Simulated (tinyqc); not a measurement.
Valley splitting of a silicon quantum well in envelope theory: sweeps and comparisons. A value that a table varies takes the place of the one given here.

The well lies at 0 < z < L; U(z) = V0 [1/(1 + exp(z/w)) + 1/(1 + exp((L - z)/w))] - e F z, 1 mV/nm = 1e-4 eV/angstrom. The envelope psi solves -(c/ml) psi'' + U psi = E psi, c = hbar^2/2m0, by three-point differences on a grid of 0.1 angstrom from -40 to L + 40 angstrom. The two valleys at +/- k0 couple through D = C0 times the integral of exp(-i q z) U(z) psi^2, q = 2 k0 (2 pi/a), and split by Ev = 2|D|.

Random alloy: with Y(z) = Yw + (Yb - Yw) B(z), B the bracket in U, and in-plane density exp(-r^2/ad^2)/(pi ad^2), D gains a random complex part of variance sigma^2 = (C0^2/pi)(a^2 V0/(8 ad (Yb - Yw)))^2 (4/a) times the integral of psi^4 Y (1 - Y). Alone it gives a mean splitting sqrt(pi) sigma; together with the smooth part the rms splitting is 2 sqrt(|D|^2 + sigma^2).

Constants: hbar^2/2m0 = 3.80998211 eV angstrom^2.

Inputs chosen for the exercise (near those of a strained Si well in SiGe; shifted at random, so the results belong to these values and not to a real crystal): L = 68 angstrom (well width); V0 = 0.21 eV (conduction offset); ml = 0.901 m0 (mass along z); F = 8.5 mV/nm (field pressing towards the upper interface); k0 = 0.843 2 pi/a (valley position); a = 5.431 angstrom (lattice constant); C0 = 0.251 (Bloch overlap factor); Yb = 0.32 (Ge share of the barrier); Yw = 0.02 (Ge share of the well); ad = 190 angstrom (dot radius); ws = (0.2, 0.6, 0.8, 1.4, 2, 2.8, 4.2) angstrom (interface widths); Ls = (68, 69.4, 70.7, 72.1, 73.4, 74.8, 76.1, 77.5) angstrom (widths in steps of one atomic layer, a/4, rounded to the grid); F2 = 0 mV/nm (second field, zero or weak); w1 = 0.6 angstrom (interface width for this table); w = 1.1 angstrom (interface width parameter).

## Sharpness of the interface

The smooth part 2|D| and the disorder part against w, beside y/sinh(y) with y = pi q w. The 12 to 88 % width of the step is 4w.

Results:
```
w (angstrom)  4w (angstrom)  2|D| (micro-eV)  y/sinh(y)  sqrt(pi) sigma (micro-eV)
0.2                     0.8           170.69       0.79                       64.6
0.6                     2.4            41.44       0.19                       64.7
0.8                     3.2            16.56      0.073                       64.8
1.4                     5.6             0.80     0.0032                       65.1
2.0                     8.0             0.03    0.00012                       65.7
2.8                    11.2             0.00    1.2e-06                       66.8
4.2                    16.8             0.00    3.4e-10                       69.8
```

The smooth part needs a Fourier component of U psi^2 at a wavelength of 3.22 angstrom; from the first row to the third it falls by a factor 10.3, while y/sinh(y) falls by 10.8 (the envelope near the step and the phase between the two interfaces change too). The disorder part goes from 64.6 to 69.8 micro-eV. It takes over between w = 0.2 and 0.6 angstrom, that is a step 0.8 to 2.4 angstrom wide, with 1.36 angstrom to an atomic layer.

## Adding atomic layers

The smooth splitting Ev = 2|D| with w = w1, at the field F2 and at F.

Results:
```
L (angstrom)  q L mod 2 pi  Ev at F2 (micro-eV)  Ev at F (micro-eV)
68.0                  0.69                 7.72                41.4
69.4                  3.42                 13.2                41.8
70.7                  5.96                 13.1                41.7
72.1                  2.40                 5.94                41.3
73.4                  4.94                 14.3                41.7
74.8                  1.39                 1.44                41.3
76.1                  3.92                 12.0                41.5
77.5                  0.37                 7.18                41.3
```

At F2 the splitting swings between 1.44 and 14.3 micro-eV, a ratio of 9.94, as the two interfaces add with the phase q L, which advances on average by 2.65 rad a layer. At F the ratio is 1.01, where in the first row psi^2 at the upper interface is 78.5 times that at the lower one: one interface dominates and the interference fades.

## What each parameter does

Orbital spacing, psi^2 at z = L, the smooth splitting and sigma; V0 is held fixed when Yw changes. Each row changes one parameter from the base and keeps the others.

Results:
```
case               E2 - E1 (meV)  psi^2(L) (1e-3/angstrom)  2|D| (micro-eV)  sigma (micro-eV)
base                       28.24                     3.511             3.77              36.6
ad = 230 angstrom          28.24                     3.511             3.77              30.3
Yw = 0.05                  28.24                     3.511             3.77              62.9
L = 74 angstrom            26.83                     3.477             3.72              36.4
V0 = 0.263 eV              28.66                     2.690             3.80              45.8
w = 1.43 angstrom          28.44                     3.240             0.68              36.8
F = 12.75 mV/nm            34.09                     5.277             5.63              39.2
k0 = 0.823 2 pi/a          28.24                     3.511             4.34              36.6
C0 = 0.301                 28.24                     3.511             4.52              43.9
```

The largest shifts from the base row, up to three for each result and ties (the steps differ in size, so this ranks the rows, not the parameters). E2 - E1 (meV): F +5.85, L -1.41, V0 +0.42; unchanged at the printed digits by ad, Yw, k0 and C0. psi^2(L) (1e-3/angstrom): F +1.766, V0 -0.821, w -0.271; unchanged at the printed digits by ad, Yw, k0 and C0. 2|D| (micro-eV): w -3.09, F +1.87, C0 +0.75; unchanged at the printed digits by ad and Yw. sigma (micro-eV): Yw +26.3, V0 +9.2, C0 +7.3; unchanged at the printed digits by k0.

(tinyqc, `OMP_NUM_THREADS=1 python tinyqc.py 1280805 1280806 out.jsonl`, Intel(R) Xeon(R) Processor @ 2.30GHz, 1 thread, shared host, about 0.1 s.)
